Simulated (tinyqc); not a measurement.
From peak temperature T_p back to cross-section sigma_0: deep-level transient spectroscopy (DLTS) of one majority-carrier trap. Computed by tinyqc, a small Python program. Command: `OMP_NUM_THREADS=1 python tinyqc.py 3031782 3031783 out.jsonl dlts inv`. One thread of a shared host (Intel(R) Xeon(R) Processor @ 2.30GHz), about 0.1 s of CPU time with the checks.

A filling pulse loads the traps in a one-sided junction; under reverse bias they empty at the rate e, and the capacitance relaxes as C(t) = C_0 - dC exp(-e t). The signal is S = [C(t_2) - C(t_1)]/dC.

Inputs (values chosen for the exercise, with mass and screening modelled on GaN): density-of-states mass m = 1.41 m_0; valleys M = 1; trap depth E_t = 0.335 eV; degeneracy ratio g = 1; gate time t_1 = 0.0003 s; ratio t_2/t_1 = 2.5; temperature T = 186 K; capture barrier E_b = 0.078 eV.

Carriers: holes. Extra term: capture barrier.

Constants: k_B = 8.617333262e-05 eV/K; k_B = 1.380649e-23 J/K; m_0 = 9.1093837015e-31 kg; h = 6.62607015e-34 J s.

Method:
- e = g sigma v N_b exp(-E/k_B T), v = sqrt(3 k_B T/m), N_b = 2 M (2 pi m k_B T/h^2)^(3/2), sigma = sigma_0 exp(-E_b/k_B T), E = E_t.
- S(e) = exp(-e t_1) - exp(-e t_2) peaks at the rate window e_0 = ln(t_2/t_1)/(t_2 - t_1).
- T_p solves e(T) = e_0 (bisection between 15 and 1500 K); the half-height points solve S = S_max/2 on either side.

Task: A run gave the result below. Find the cross-section sigma_0, known to lie between 5.6e-16 and 1.7e-15 cm^2.

peak temperature T_p = 255.1416 K

Result:

Each step takes the trial c = (a f_b - b f_a)/(f_b - f_a), f being the result less the target and a, b, c the logarithms of the listed values; c replaces end b, the old b replaces a if the sign of f changed, and otherwise f_a is halved.

Scan of the range:
```
cross-section sigma_0 (cm^2)  peak temperature T_p (K)
5.60e-16                                       262.192
6.74e-16                                       259.817
8.11e-16                                       257.485
9.76e-16                                       255.192
1.17e-15                                       252.984
1.41e-15                                       250.749
1.70e-15                                       248.546
```

False position (Illinois rule, in the logarithm of the input) inside the bracket:
```
step        end a        end b        trial  peak temperature T_p (K)
1     9.76000e-16  1.17000e-15  9.80031e-16                   255.141
2     9.76000e-16  9.80031e-16  9.79967e-16                   255.142
3     9.80031e-16  9.79967e-16  9.79999e-16                   255.142
```

Peak temperature T_p falls at every point of a 13-point scan of the range (every second point is shown), so one value fits; it is bracketed by 9.76e-16 and 1.17e-15. Answer: cross-section sigma_0 = 9.800e-16 cm^2.
